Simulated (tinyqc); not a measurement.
Worked calculation: double quantum well by finite differences. Values are carried at full precision from step to step, so a last printed digit may differ when a step is redone from the rounded ones.

Finite differences on points z_i at the centres of cells of width h: H_ii = (c/h^2)(1/m_(i-1/2) + 1/m_(i+1/2)) + V_i, H_(i,i+1) = -(c/h^2)/m_(i+1/2), where m_(i+1/2) is the mean of the masses at the two points (the end values are repeated outwards), psi = 0 on the points beyond both ends, c = hbar^2/2m0. The field adds e F (z - z0) with z0 the middle of the structure; 1 kV/cm = 1e-5 eV/angstrom.

Constants: hbar^2/2m0 = 3.80998211 eV angstrom^2.

Values chosen for the exercise (near those of a GaAs well in AlGaAs; not measured data):
- layers = ((56, 0.275, 0.0952), (56, 0, 0.0669), (14, 0.275, 0.0952), (70, 0, 0.0669), (56, 0.275, 0.0952)) (each layer: thickness in angstrom, band edge in eV, mass in m0)
- F = 0 kV/cm (field along z)
- h = 14 angstrom (cell width of the coarse grid)
- hf = 0.875 angstrom (cell width of the fine grid)

## The coarse grid

List the points, the potential with the field, and the masses.

Grid:

| i | z (angstrom) | V (eV) | m (m0) |
|---|---|---|---|
| 1 | 7.0 | 0.2750 | 0.0952 |
| 2 | 21.0 | 0.2750 | 0.0952 |
| 3 | 35.0 | 0.2750 | 0.0952 |
| 4 | 49.0 | 0.2750 | 0.0952 |
| 5 | 63.0 | 0.0000 | 0.0669 |
| 6 | 77.0 | 0.0000 | 0.0669 |
| 7 | 91.0 | 0.0000 | 0.0669 |
| 8 | 105.0 | 0.0000 | 0.0669 |
| 9 | 119.0 | 0.2750 | 0.0952 |
| 10 | 133.0 | 0.0000 | 0.0669 |
| 11 | 147.0 | 0.0000 | 0.0669 |
| 12 | 161.0 | 0.0000 | 0.0669 |
| 13 | 175.0 | 0.0000 | 0.0669 |
| 14 | 189.0 | 0.0000 | 0.0669 |
| 15 | 203.0 | 0.2750 | 0.0952 |
| 16 | 217.0 | 0.2750 | 0.0952 |
| 17 | 231.0 | 0.2750 | 0.0952 |
| 18 | 245.0 | 0.2750 | 0.0952 |

## The tridiagonal Hamiltonian

Form the diagonal and the neighbouring elements; V in the grid already includes the field.

diagonal H_ii (eV): 0.6834  0.6834  0.6834  0.7190  0.5304  0.5811  0.5811  0.5304  0.7547  0.5304  0.5811  0.5811  0.5811  0.5304  0.7190  0.6834  0.6834  0.6834

H_(i,i+1) (eV): -0.2042  -0.2042  -0.2042  -0.2398  -0.2906  -0.2906  -0.2906  -0.2398  -0.2398  -0.2906  -0.2906  -0.2906  -0.2906  -0.2398  -0.2042  -0.2042  -0.2042

## Lowest levels on the coarse grid

Diagonalise the symmetric tridiagonal matrix; give the three lowest levels and the weights u_i^2 (sum 1) of the two lowest.

levels (eV): 0.0406  0.0679  0.1822

weights on the points:
```
             1      2      3      4      5      6      7      8      9     10     11     12
level 1  0.000  0.000  0.001  0.005  0.030  0.055  0.070  0.066  0.041  0.122  0.177  0.188
level 2  0.000  0.001  0.004  0.026  0.146  0.228  0.212  0.113  0.008  0.006  0.040  0.075

            13     14     15     16     17     18
level 1  0.149  0.081  0.013  0.002  0.000  0.000
level 2  0.080  0.052  0.009  0.001  0.000  0.000
```

## Halving the cell width

The same with h, h/2, ..., h/32. The end points move with h, since psi vanishes half a cell beyond the structure. Richardson value (4 E(h/32) - E(h/16))/3.

Convergence:

| cell (angstrom) | points | E1 (eV) | E2 (eV) | E1 - finest (meV) |
|---|---|---|---|---|
| 14.0000 | 18 | 0.04063 | 0.06789 | -4.496 |
| 7.0000 | 36 | 0.04389 | 0.07215 | -1.234 |
| 3.5000 | 72 | 0.04481 | 0.07332 | -0.313 |
| 1.7500 | 144 | 0.04505 | 0.07362 | -0.075 |
| 0.8750 | 288 | 0.04511 | 0.07370 | -0.015 |
| 0.4375 | 576 | 0.04512 | 0.07372 | 0.000 |

Richardson values of E1, E2 (eV): 0.04513  0.07373

The coarse grid is 4.5 meV too low in E1. The last differences between rows shrink by a factor 4.0 (4 for a pure h^2 error, 2 for one linear in h).

## Positions and dipoles on the fine grid

With h sum psi^2 = 1: <z - z0> of three levels, |z_12| and |z_13|, the mass m1 from 1/m1 = <1|1/m|1>, and f_1j = (m1/c)(E_j - E_1) z_1j^2.

levels (eV): 0.0451  0.0737  0.1948

<z - z0> (angstrom): 17.0  -22.5  20.5

|z_12|, |z_13| (angstrom): 32.48  9.58

m1 = 0.0685 m0

f_12, f_13: 0.543  0.247

Parity is broken, so the 1-3 transition is allowed, with 0.46 times the strength of 1-2. E2 - E1 = 28.6 meV, a wavelength of 43.4 micrometre (hc = 1239.841984 eV nm).

## Checks

- E1 at zero field on the grid h/32 against transfer matrices between the same hard ends, eV: both 0.0451.

tinyqc: `OMP_NUM_THREADS=1 python tinyqc.py 1280842 1280843 out.jsonl`; about 0.03 s, one thread, shared Intel(R) Xeon(R) Processor @ 2.30GHz.
